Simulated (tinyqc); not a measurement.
From results to parameters: two-site tight-binding chain. Computed by the program tinyqc.

Problem. A two-site chain has site energies +delta (A) and -delta (B) and hoppings t1 > t2 > 0, so E = +/- sqrt(delta^2 + |t1 + t2 exp(-ika)|^2). Find delta, t1 and t2.

upper band at k = 0 = 3.291838 eV
upper band at the zone edge = 0.857088 eV
weight of the upper band on site A at the zone edge = 0.564171

Solution. The weight on A is (1 + delta/E)/2, which gives delta; then t1 + t2 = sqrt(E(0)^2 - delta^2) and t1 - t2 = sqrt(E(edge)^2 - delta^2).

delta, t1, t2 (eV): 0.1100  2.0700  1.2200
